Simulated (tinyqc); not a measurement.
From results back to parameters: hole subbands of a hard-walled well, four-band Luttinger model. Three cases, with inputs chosen for the exercise.

Problem. At k = 0 in a hard-walled well HHn = c (g1 - 2 g2)(n pi/L)^2 - Z0 and LHn = c (g1 + 2 g2)(n pi/L)^2 + Z0, c = hbar^2/2m0. Two spacings were computed from hidden g1 and g2.

Constants: hbar^2/2m0 = 3.80998211 eV angstrom^2.

Case 1.

Values chosen (out of a larger set: near those of GaSb; not measured data): L = 50 angstrom (well width along [001]); Z0 = 0.0096 eV (shear strain energy).

HH2 - HH1 = 177.787 meV
LH1 - HH1 = 303.780 meV

Case 2.

Values chosen (out of a larger set: near those of GaSb; not measured data): L = 65 angstrom (well width along [001]); Z0 = -0.0309 eV (shear strain energy).

HH2 - HH1 = 107.068 meV
LH1 - HH1 = 105.166 meV

Case 3.

Values chosen (out of a larger set: near those of InAs; not measured data): L = 115 angstrom (well width along [001]); Z0 = 0.0489 eV (shear strain energy).

HH2 - HH1 = 25.249 meV
LH1 - HH1 = 194.814 meV

Find: u = c (pi/L)^2; g2; g1.
Solution. HH2 - HH1 = 3u (g1 - 2 g2) and LH1 - HH1 = 4 u g2 + 2 Z0.

Case 1.

u = c (pi/L)^2 = 15.041 meV
g2 = 4.73
g1 = 13.40

Case 2.

u = c (pi/L)^2 = 8.900 meV
g2 = 4.69
g1 = 13.39

Case 3.

u = c (pi/L)^2 = 2.843 meV
g2 = 8.53
g1 = 20.02

Computed by tinyqc, one run a case: `OMP_NUM_THREADS=1 python tinyqc.py N N+1 out.jsonl` with N = 1281120, 1281141, 1281149; one thread of a shared Intel(R) Xeon(R) Processor @ 2.30GHz, about 0.1 s a run at most.
